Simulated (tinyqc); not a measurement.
# Capillary instabilities by surface diffusion: grooving and agglomeration of films, edge retraction, wire break-up and smoothing of roughness, step by step

A worked calculation. Computed by tinyqc, a small Python program that keeps every step. Command: `OMP_NUM_THREADS=1 python tinyqc.py 3018825 3018826 out.jsonl dewet walk`. One thread of a shared host (Intel(R) Xeon(R) Processor @ 2.30GHz), about 0.01 s of CPU time with the checks. Intermediate numbers are printed to about 6 digits and carried at full precision; extremes and crossings named in words are read from the listed rows.

Isotropic surface energy; shapes change by surface diffusion alone.

Inputs (values chosen for the exercise, for a model film):

| quantity | value | unit |
|---|---|---|
| surface energy gamma_s | 1.71 | J/m^2 |
| grain-boundary energy gamma_b | 0.5 | J/m^2 |
| contact angle on the substrate theta | 75 | degrees |
| atomic volume Omega | 17 | angstrom^3 |
| surface sites nu | 16 | 1/nm^2 |
| prefactor D0 | 7.5e-06 | m^2/s |
| activation energy Q | 0.858 | eV |
| temperature T | 567 | K |
| time t | 1600 | s |
| film thickness h | 11 | nm |
| grain radius R | 36 | nm |
| wire radius r | 33 | nm |
| initial ripple over radius | 0.01 | - |
| roughness wavelength lambda | 39 | nm |

Grooves: at the surface only.

Constants: k_B = 8.617333262e-05 eV/K; k_B = 1.380649e-23 J/K.

## The Mullins constant

B = D_s nu gamma_s Omega^2/(k_B T), D_s = D0 exp(-Q/(k_B T)).

D_s = 1.77309e-13 m^2/s

B = 179093 nm^4/s

length (B t)^(1/4) = 130.107 nm

Lengths grow as t^(1/4): doubling one takes 16 times as long, or roughly 110 K more.

## Will grooves cut through?

Groove angle beta: sin(beta) = gamma_b/(2 gamma). For circular grains of radius R with spherical caps the groove ends (measured from the mean surface) at the depth R g(beta), g = (2 - 3 cos beta + cos^3 beta)/(3 sin^3 beta). The film parts if R g(beta_s) > h.

beta_s = 8.40671 degrees

sum of g = 0.0368133

critical R/h = 27.1641

final depth over h = 0.120480

The grooves stop short by this estimate; triple junctions groove deeper and may still open.

## Groove growth in time

Mullins' isolated groove: depth below the flat surface d = 0.780 m (B t)^(1/4), m = tan(beta_s), width between the ridges 4.6 (B t)^(1/4); time to reach h: (h/(0.780 m))^4/B.

groove depth = 14.9979 nm

groove width = 598.491 nm

time to reach the substrate = 462.991 s

Caution: this depth exceeds the film thickness, so the isolated-groove formula no longer applies. Caution: the grooves of neighbouring boundaries overlap, so the depth levels off at its final value. Caution: the grains are too small for the surface groove ever to reach the depth h.

## Retraction of a straight edge

A rim shaped as a circular segment with contact angle theta holds the area h x; its radius r obeys r^2 (theta - sin theta cos theta) = h x. To advance, the edge must carry a strip of the rim height H = r (1 - cos theta) over the rim, driven by the curvature 1/r over the distance r theta (the scaling argument of Brandon and Bradshaw): H dx/dt = B/(theta r^2) gives x^(5/2) = (5/2) B t c^(3/2)/(theta (1 - cos theta) h^(3/2)), c = theta - sin theta cos theta.

retraction x = 865.787 nm

rim height H = 70.2876 nm

present speed = 0.216447 nm/s

The rim is 6.4 times the film thickness. x goes as t^(2/5) h^(-3/5): thin films retract faster.

## Break-up of a free wire

A wire with r + A cos(k z) has dA/dt = (B/r^4) (kr)^2 [1 - (kr)^2] A: unstable for wavelengths above 2 pi r, fastest at kr = 1/sqrt 2 with the rate B/(4 r^4); break-up time about (4 r^4/B) ln(r/A0); each wavelength makes a sphere of radius (3 r^2 lambda_m/4)^(1/3).

fastest wavelength = 293.230 nm

break-up time = 121.979 s

radius of the spheres = 62.1011 nm

t over the break-up time = 13.1171

The wire breaks up within t. Caution: faceting can stabilise wires along low-index directions.

## Smoothing against break-up

Roughness of wavelength lambda on a flat face decays as exp[-B (2 pi/lambda)^4 t]; the smoothing time is that for a factor e^3.

Times (s); the last column is (h/(0.780 tan beta_s))^4/B:

| T (K) | B (nm^4/s) | smoothing | wire break-up | groove to depth h |
|---|---|---|---|---|
| 482 | 9.52185e+03 | 0.467669 | 2294.25 | 8708.21 |
| 510 | 2.79728e+04 | 0.159193 | 780.95 | 2964.24 |
| 539 | 7.56657e+04 | 0.058852 | 288.71 | 1095.85 |
| 567 | 1.79093e+05 | 0.024865 | 121.98 | 462.99 |
| 595 | 3.89969e+05 | 0.011419 | 56.02 | 212.63 |
| 624 | 8.09305e+05 | 0.005502 | 26.99 | 102.46 |
| 680 | 2.76356e+06 | 0.001611 | 7.90 | 30.00 |

All times share 1/B, so their ratios do not depend on T: break-up over smoothing is 4900. An anneal can smooth this roughness well before the wire breaks. Smoothing is safe for lambda well below 2 pi r, above which a ripple along the wire grows instead. B spans 2.5 decades over these rows.

Checks made by the program: g against the volume of a spherical cap (relative difference below 1e-10).
